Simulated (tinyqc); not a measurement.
A particle near a wafer in liquid: double-layer and van der Waals forces (DLVO), deposition barrier and removal: one step, computed by the program tinyqc. Command: `OMP_NUM_THREADS=1 python tinyqc.py 3111980 3111981 out.jsonl dlvo walk`. One thread of a shared host (Intel(R) Xeon(R) Processor @ 2.30GHz), about 0.01 s of CPU time with the checks.

Sphere and flat wall, Derjaguin approximation, constant potentials in the linear-superposition form, no retardation and no hydration force.

Question. Energy and force at one gap. U(h) = Z R exp(-kappa h) - A R/(6 h); F(h) = -dU/dh = kappa Z R exp(-kappa h) - A R/(6 h^2), positive for repulsion.

Inputs (values chosen for the exercise, of the order of those for silica on silica in water): particle radius R = 290 nm; Hamaker constant A = 5.5e-21 J; temperature T = 323 K; gap h = 13 nm.

Z = -13.29142 pN

kappa = 0.5396742 1/nm

Constants: k_B = 1.380649e-23 J/K.

Give: double-layer energy; van der Waals energy; U(h); F(h).

Answer.

double-layer energy = -0.7758 k_B T

van der Waals energy = -4.585 k_B T

U(h) = -5.361 k_B T

F(h) = -3.440 pN
